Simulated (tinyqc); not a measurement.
Worked calculation: extended Hueckel theory, for BeH2. One step of it, computed by the program tinyqc.

Task: Orbitals. Solve H C = S C e through S^(-1/2); fill by pairs from the bottom, a degenerate level sharing its electrons equally; each orbital has its largest coefficient positive (the first on a tie).

H (eV), lower triangle:
```
,1Be 2s,1Be 2px,1Be 2py,1Be 2pz,2H 1s,3H 1s
1Be 2s,-10.000000
1Be 2px,0.000000,-6.000000
1Be 2py,0.000000,0.000000,-6.000000
1Be 2pz,0.000000,0.000000,0.000000,-6.000000
2H 1s,-9.760388,0.000000,-9.475828,-0.787794,-13.600000
3H 1s,-9.760388,0.000000,9.475828,-0.787794,-0.921602,-13.600000
```

overlap S, lower triangle:
```
,1Be 2s,1Be 2px,1Be 2py,1Be 2pz,2H 1s,3H 1s
1Be 2s,1.000000
1Be 2px,0.000000,1.000000
1Be 2py,0.000000,0.000000,1.000000
1Be 2pz,0.000000,0.000000,0.000000,1.000000
2H 1s,0.472658,0.000000,0.552526,0.045936,1.000000
3H 1s,0.472658,0.000000,-0.552526,0.045936,0.038723,1.000000
```

valence electrons = 4

Give: orbital energies; occupations; coefficients; sum of one-electron energies.

Result:

orbital energies (eV): -15.7633  -13.9856  -6.0330  -6.0000  5.0868  21.1041

occupations: 2.0000  2.0000  0.0000  0.0000  0.0000  0.0000

coefficients:
```
,MO1,MO2,MO3,MO4,MO5,MO6
1Be 2s,0.3894,0.0000,-0.1117,0.0000,1.2634,0.0000
1Be 2px,0.0000,0.0000,0.0000,1.0000,0.0000,0.0000
1Be 2py,0.0000,0.2494,0.0000,0.0000,0.0000,1.6367
1Be 2pz,0.0063,0.0000,0.9931,0.0000,0.1444,0.0000
2H 1s,0.4858,0.5696,0.0321,0.0000,-0.7834,-1.0494
3H 1s,0.4858,-0.5696,0.0321,0.0000,-0.7834,1.0494
```

sum of one-electron energies = -59.4978 eV
